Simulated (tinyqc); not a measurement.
Nanosheet or nanowire with hard walls, valleys of the Si type: one step. Valley masses for a [100] channel. Three cases, with inputs chosen for the exercise.

Question. Rotate w into the device axes and group equal valleys (|w_yz| counts); order by w_zz, then w_yy. 1/m_x = w_xx - w_xc w_c^-1 w_cx with c the block (y, z).

Six ellipsoidal valleys along the cube axes: inverse mass tensor w = 1/mt + (1/ml - 1/mt) a a^T with a the unit axis. Device axes: x along the channel, z = [001], y = z x x.

Case 1.

Values chosen (out of a larger set: near those of Si; not measured data): ml = 0.924 m0 (longitudinal mass); mt = 0.19 m0 (transverse mass); channel = 100 (transport direction x on a (001) wafer).

Case 2.

Values chosen (out of a larger set: near those of Si; not measured data): ml = 0.93 m0 (longitudinal mass); mt = 0.191 m0 (transverse mass); channel = 100 (transport direction x on a (001) wafer).

Case 3.

Values chosen (out of a larger set: near those of Si; not measured data): ml = 0.912 m0 (longitudinal mass); mt = 0.189 m0 (transverse mass); channel = 100 (transport direction x on a (001) wafer).

Give: Valleys.

Answer.

Case 1.

Valleys:
```
group  valleys g    w_yy    w_zz  |w_yz|  m_x (m0)
A              2  5.2632  1.0823  0.0000    0.1900
B              2  1.0823  5.2632  0.0000    0.1900
C              2  5.2632  5.2632  0.0000    0.9240
```

The lightest transport mass, 0.190 m0, belongs to groups A and B.

Case 2.

Valleys:
```
group  valleys g    w_yy    w_zz  |w_yz|  m_x (m0)
A              2  5.2356  1.0753  0.0000    0.1910
B              2  1.0753  5.2356  0.0000    0.1910
C              2  5.2356  5.2356  0.0000    0.9300
```

The lightest transport mass, 0.191 m0, belongs to groups A and B.

Case 3.

Valleys:
```
group  valleys g    w_yy    w_zz  |w_yz|  m_x (m0)
A              2  5.2910  1.0965  0.0000    0.1890
B              2  1.0965  5.2910  0.0000    0.1890
C              2  5.2910  5.2910  0.0000    0.9120
```

The lightest transport mass, 0.189 m0, belongs to groups A and B.

Computed by tinyqc, one run a case: `OMP_NUM_THREADS=1 python tinyqc.py N N+1 out.jsonl` with N = 1251607, 1251936, 1280218; one thread of a shared Intel(R) Xeon(R) Processor @ 2.30GHz, about 0.05 s a run at most.
